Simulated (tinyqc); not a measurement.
# Born-Mayer model of an ionic crystal AB, step by step

A worked calculation. Computed by tinyqc, a small Python program that keeps every step. Command: `OMP_NUM_THREADS=1 python tinyqc.py 3008457 3008458 out.jsonl bornmayer walk`. One thread of a shared host (Intel(R) Xeon(R) Processor @ 2.30GHz), about 0.01 s of CPU time with the checks. Intermediate numbers are printed to about 7 digits and carried at full precision; extremes and crossings named in words are read from the listed rows.

Energies are per ion pair and r is the nearest distance of unlike ions.

Inputs (values chosen for the exercise, for a model salt):

| quantity | value | unit |
|---|---|---|
| ionic charge z | 1 | - |
| unlike repulsion lambda | 2890 | eV |
| range rho | 0.307 | angstrom |
| pressure P | 20 | GPa |

Structure: zinc blende. Short range: nearest neighbours only.

Constants: e^2/(4 pi eps_0) = 14.39964548 eV angstrom; 1 eV/angstrom^3 = 160.2176634 GPa.

## Equilibrium distance at zero pressure

Madelung constant M, unlike neighbours z1, like neighbours z2 at f r, volume per pair: rock salt 1.747565, 6, 12, sqrt2, 2 r^3; caesium chloride 1.762675, 8, 6, 2/sqrt3, 8 r^3/(3 sqrt3); zinc blende 1.638055, 4, 12, sqrt(8/3), 16 r^3/(3 sqrt3). U(r) = -M z^2 e^2/(4 pi eps_0 r) + z1 lambda exp(-r/rho). Newton steps on g(r) = U'(r), from r = 9 rho: r(new) = r - U'(r)/U''(r), with the move limited to 0.3 angstrom. Where U'' is negative, move 0.3 angstrom downhill. Stop when |U'| is below 1e-9.

Newton steps:

| step | r (angstrom) | U' (eV/angstrom) | U'' (eV/angstrom^2) |
|---|---|---|---|
| 1 | 2.763000 | -1.557246e+00 | 12.90019 |
| 2 | 2.883715 | -2.997261e-01 | 8.24835 |
| 3 | 2.920053 | -1.979842e-02 | 7.18054 |
| 4 | 2.922810 | -1.046407e-04 | 7.10476 |
| 5 | 2.922825 | -2.967167e-09 | 7.10435 |
| 6 | 2.922825 | 4.440892e-16 | 7.10435 |

equilibrium distance r0 = 2.922825 angstrom

## Terms of the lattice energy

The formulas are those given above.

terms (eV): Coulomb -8.070074, unlike repulsion 0.847643

lattice energy U = -7.222431 eV per pair

The short-range terms together cancel 10.5 % of the Coulomb energy, which is rho/r0 = 0.1050: U = -(M z^2 e^2/(4 pi eps_0 r0))(1 - rho/r0).

## Bulk modulus

B = U''(r0)/(9 c r0), with the volume written as c r^3.

U''(r0) = 7.104354 eV/angstrom^2

bulk modulus B = 14.05244 GPa

## Under pressure

With the volume written as c r^3, under pressure take the root at the minimum of the enthalpy and solve U'(r) + 3 c r^2 P = 0; H = U + P V; B = (U'' - 2 U'/r)/(9 c r).

distance at P = 2.499065 angstrom

volume at P = 48.05854 angstrom^3

enthalpy at P = -0.06894298 eV per pair

bulk modulus at P = 89.06966 GPa

The volume shrinks by 37.49 %, against P/B = 142.32 % in linear elasticity: the crystal stiffens.

## Three structures under pressure

The formulas are those given above.

Enthalpy (eV per pair):

| P (GPa) | rock salt | caesium chloride | zinc blende |
|---|---|---|---|
| 0 | -7.41044 | -7.24932 | -7.22243 |
| 2 | -6.72849 | -6.66374 | -6.31748 |
| 5 | -5.78592 | -5.84612 | -5.09698 |
| 10 | -4.35006 | -4.58955 | -3.27336 |
| 20 | -1.78079 | -2.32101 | -0.06894 |
| 40 | 2.69260 | 1.66540 | 5.41136 |
| 70 | 8.50844 | 6.89151 | 12.42607 |
| 100 | 13.69614 | 11.58205 | 18.61302 |

volumes at zero pressure (angstrom^3): rock salt 56.99619, caesium chloride 48.63950, zinc blende 76.88585

At zero pressure the order is rock salt < caesium chloride < zinc blende. Between 2 and 5 GPa the lowest enthalpy passes from rock salt to caesium chloride. Pressure favours the denser structure, through P V. The Madelung constants, the number of repulsive contacts and the volumes (57.0, 48.6, 76.9 angstrom^3 at P = 0) all matter. Caution: rigid ions with fixed charges leave out polarisation and covalency, so such models often misplace transition pressures.

Checks made by the program: Madelung constant against an Ewald sum (relative difference 3e-08); Newton against bracketing (relative difference below 1e-10).
